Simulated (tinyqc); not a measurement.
One anharmonic mode: perturbation theory, self-consistent phonons and exact levels. Inputs raised by 2 %, one at a time. Computed by tinyqc, a small Python program. Command: `OMP_NUM_THREADS=1 python tinyqc.py 3026349 3026350 out.jsonl scp sens`. One thread of a shared host (Intel(R) Xeon(R) Processor @ 2.30GHz), about 0.08 s of CPU time with the checks.

V(x) = k x^2/2 + b x^4 for one coordinate x of mass M. A constant K > 0 gives hbar Omega = sqrt((hbar^2/u) K/M) with K in eV/angstrom^2 and M in u.

Inputs (values chosen for the exercise, for a model mode): mode mass M = 14.6 u; harmonic constant k = -0.227 eV/angstrom^2; quartic constant b = 0.41 eV/angstrom^4; temperature T = 75 K; mixing = 0.15.

Shape: double well.

Constants: hbar^2/u = 4.18015928e-03 eV angstrom^2; k_B = 8.617333262e-05 eV/K.

Method:
- Self-consistent phonon, centred at x = 0: K = k + 12 b <x^2>, <x^2> = (hbar Omega/(2K)) coth(hbar Omega/(2 k_B T)).
- Start at K = |k|; K(new) = K + mixing x (K_out - K), but at least K/20; stop when |K_out - K| < 1e-9 |k| or after 90 steps.
- Its free energy is F = k_B T ln[2 sinh(hbar Omega/(2 k_B T))] + (k - K)<x^2>/2 + 3 b <x^2>^2, an upper bound to the exact one.
- Basis: oscillator states n of the constant |k|, with x = s (a + a+), s^2 = hbar Omega/(2|k|); H = hbar Omega (n + 1/2) + (k - |k|) x^2/2 + b x^4, with exact matrix elements of x^2 and x^4.
- Exact values use 120 basis states: F = -k_B T ln sum exp(-E_n/(k_B T)), and <x^2> is the Boltzmann mean.

Runs; columns: (1) input moved; (2) from; (3) to; (4) self-consistent quantum (meV); (5) self-consistent <x^2> (angstrom^2); (6) E_1 - E_0 (meV); (7) exact <x^2> (angstrom^2):
```
(1)                                     (2)       (3)     (4)       (5)     (6)      (7)
base run                                  -         -  5.4086  0.066905  0.9994  0.10992
mode mass M (u)                        14.6    14.892  5.3531  0.066888  0.9639  0.11001
harmonic constant k (eV/angstrom^2)  -0.227  -0.23154  5.3791  0.067602  0.9317  0.11213
quartic constant b (eV/angstrom^4)     0.41    0.4182  5.4514  0.065916  1.0521  0.10773
temperature T (K)                        75      76.5  5.4468  0.067199  0.9994  0.11006
```

Exponents ln(y'/y) / ln(x'/x):
```
input                self-consistent quantum  self-consistent <x^2>  E_1 - E_0  exact <x^2>
mode mass M                           -0.521                 -0.013     -1.827        0.041
harmonic constant k                   -0.276                  0.523     -3.540        1.004
quartic constant b                     0.398                 -0.752      2.598       -1.016
temperature T                          0.355                  0.221      0.000        0.065
```

Which inputs matter most for each result?

Among the inputs moved here: self-consistent quantum answers most in size to mode mass M (exponent -0.521), next to quartic constant b (+0.398). Its exponent -0.521 in mode mass M: the harmonic or classical law. Self-consistent <x^2> answers most in size to quartic constant b (exponent -0.752), next to harmonic constant k (+0.523). E_1 - E_0 answers most in size to harmonic constant k (exponent -3.540), next to quartic constant b (+2.598); its exponent is below 0.0005 for temperature T. exact <x^2> answers most in size to quartic constant b (exponent -1.016), and about equally to harmonic constant k (+1.004).
